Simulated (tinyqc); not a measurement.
Bond length, ionicity and dielectric constant: Penn model of the dielectric constant and Phillips ionicity.

n = 32/a^3; Ep^2 = 8 pi c e2 n with c = hbar^2/2m0, e2 = e^2/(4 pi eps0); EF = c (3 pi^2 n)^(2/3); eps = 1 + (Ep/Eg)^2 S with S = 1 - Eg/(4 EF) + (Eg/(4 EF))^2/3, Eg the Penn gap. Core d shells are left out.

Phillips: bond length d = sqrt(3) a/4; homopolar gap Eh = 39.74 d^(-2.48) eV (d in angstrom); Eg^2 = Eh^2 + C^2; ionicity fi = C^2/Eg^2.

Constants: hbar^2/2m0 = 3.80998211 eV angstrom^2; e^2/(4 pi eps0) = 14.39964547 eV angstrom.

Each case gives a and C, chosen for the exercise.

Results:
```
case       a (angstrom)  C (eV)  Eh (eV)  Eg (eV)  Ep (eV)    eps     fi
near GaP          5.466    3.19     4.69     5.67    16.44   8.46  0.316
near GaAs         5.679    3.15     4.27     5.30    15.52   8.61  0.353
near InP          5.884    3.14     3.91     5.01    14.72   8.64  0.392
near BN           3.621    7.54    13.03    15.05    30.49   4.58  0.251
near InSb         6.502    2.24     3.05     3.78    12.67  11.03  0.350
near Si           5.448    0.00     4.73     4.73    16.52  12.07  0.000
```

What can be read from this table?

eps runs from 4.58 (near BN) to 12.07 (near Si). Eg varies by a factor 3.98 and Ep by 2.41; the order of eps is not simply the reverse order of Eg, since Ep varies too. Without the d-shell correction the model runs low for the heavier compounds.

Computed by tinyqc, a small Python program: `OMP_NUM_THREADS=1 python tinyqc.py 1680221 1680222 out.jsonl` (the numbers bound the seed that draws the inputs); one thread of a shared host (Intel(R) Xeon(R) Processor @ 2.30GHz), about 0.01 s for the whole set of steps.
